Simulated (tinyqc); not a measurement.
Hot electrons in a saturated n-channel MOSFET, lucky-electron model: two steps of the calculation.

Beyond pinch-off the lateral field grows as Esat cosh(y/l) over the velocity-saturated region (pseudo-two-dimensional model). Impact ionisation in this region gives the substrate current, which biases the body forward through Rsub. Currents are per width. Local-field laws: they overstate ionisation when the field peak is narrower than an energy relaxation length.

Values chosen for this exercise; values close to those of silicon n-channel devices:
- L = 0.25 um (channel length)
- tox = 5.5 nm (oxide thickness)
- VT = 0.72 V (threshold)
- vs = 8.7e6 cm/s (saturation velocity)
- Ai = 2e6 1/cm (ionisation prefactor)
- Bi = 1.73 MV/cm (ionisation field)
- Rd = 0 ohm um (resistance of the lightly doped drain)
- Rsub = 4000 ohm um (substrate resistance)
- kb = 0.27 (fall of VT per volt of forward body bias)
- lm = 9.3 nm (hot-electron mean free path)
- pb = 3.2 V (oxide barrier)
- Cg = 0.0011 (prefactor of the gate current)
- m = 3 (lifetime exponent)
- Hl = 1200 s uA/um (lifetime constant)
- Vd = 2.1 V (drain voltage)
- Vg = 1.3 V (gate voltage)

Constants: eps0 = 8.8541878128e-14 F/cm where lengths are in cm. Results are converted to the units shown.

Task 1. Body bias from the substrate current. Cox = 3.9 eps0/tox. Overdrive g = Vg - VT + kb Vb; Vdsat = g Esat L/(g + Esat L); Id = Cox vs (g - Vdsat); dV = Vd - Id Rd - Vdsat; Em = sqrt((dV/l)^2 + Esat^2); Isub = Id (Ai/Bi) l Em exp(-Bi/Em). Vb(new) = Rsub Isub.

Vb after iteration 1 = 0.014462340 V
l = 40.620192 nm
Esat = 0.045789474 MV/cm

Wanted: Vdsat; Id; dV; Em; Isub; Vb after iteration 2.

Result 1.

Vdsat = 0.38667 V
Id = 107.73 uA/um
dV = 1.7133 V
Em = 0.42427 MV/cm
Isub = 3.6378 uA/um
Vb after iteration 2 = 0.014551 V

Task 2. Gate current, lifetime and channel shortening. Ig = Cg Id exp(-pb/(lm Em)); lifetime tau = (Hl/Id)(Isub/Id)^(-m); length of the saturated region dL = l ln[(dV/l + Em)/Esat]. 1 year = 3.15576e7 s.

Id = 107.74049 uA/um
dV = 1.7133174 V
Em = 0.42426775 MV/cm
Isub = 3.6379750 uA/um
l = 40.620192 nm
Esat = 0.045789474 MV/cm

Find: Isub/Id; Ig; tau; dL.

Result 2.

Isub/Id = 0.033766
Ig = 35.612 pA/um
tau = 0.0091676 years
dL = 118.47 nm

The lifetime misses ten years.

Computed by the program tinyqc: `OMP_NUM_THREADS=1 python tinyqc.py 2550123 2550124 out.jsonl`, one thread of a shared Intel Xeon 2.30GHz, about 0.01 s for the whole run.
